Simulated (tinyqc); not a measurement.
Interface traps by the conductance method, one level: two steps of the calculation.

MOS capacitor on an n-type substrate; psi is the band bending, negative in depletion; only majority carriers are counted. The traps exchange electrons with the conduction band; their admittance lies in parallel with Cd, and that pair in series with Cox and Rs. w = 2 pi f.

Values chosen for this exercise; band and dielectric values close to those of silicon: temperature T = 250 K; relative permittivity eps_r = 11.7; donor density Nd = 1.4e17 cm^-3; equivalent oxide thickness EOT = 10 nm; band bending psi ps = -0.278 V; capture cross-section for electrons sn = 7e-16 cm^2; thermal velocity vth = 2.2e7 cm/s; density of the level Nt = 3.1e11 cm^-2; occupation of the level at this bias ft = 0.29; signal frequency f = 1300 Hz.

Constants: q = 1.602176634e-19 C, kB = 1.380649e-23 J/K, Vt = kB T/q, eps0 = 8.8541878128e-14 F/cm where lengths are in cm. Results are converted to the units shown.

Problem 1. Capacitances and time constant. Cox = 3.9 eps0/EOT, LD = sqrt(eps0 eps_r Vt/(q Nd)), u = psi/Vt, Cd = (eps0 eps_r/(sqrt(2) LD)) |exp(u) - 1|/sqrt(exp(u) - u - 1); ns = Nd exp(u); tau = ft/(sn vth ns), Cit = q Nt ft (1 - ft)/Vt.

Wanted: Cox; Cd; ns; tau; Cit.

Solution 1.

Cox = 345.31 nF/cm^2
Cd = 212.84 nF/cm^2
ns = 3.4825e11 cm^-3
tau = 5.4073e-5 s
Cit = 474.70 nF/cm^2

Problem 2. Parallel conductance and capacitance. With x = w tau: Gp/w = Cit x/(1 + x^2), Cp = Cd + Cit/(1 + x^2).

Cd = 212.84497 nF/cm^2
tau = 5.4073264e-5 s
Cit = 474.69596 nF/cm^2

Give: x; Gp/w; Cp.

Solution 2.

x = 0.4417
Gp/w = 175.4 nF/cm^2
Cp = 610.1 nF/cm^2

The peak of Gp/w lies at x = 1 with the height 0.5 Cit; this frequency gives 0.370 Cit.

Numbers from tinyqc (`OMP_NUM_THREADS=1 python tinyqc.py 2030003 2030004 out.jsonl`; about 0.01 s on one thread of a shared Intel Xeon 2.30GHz).
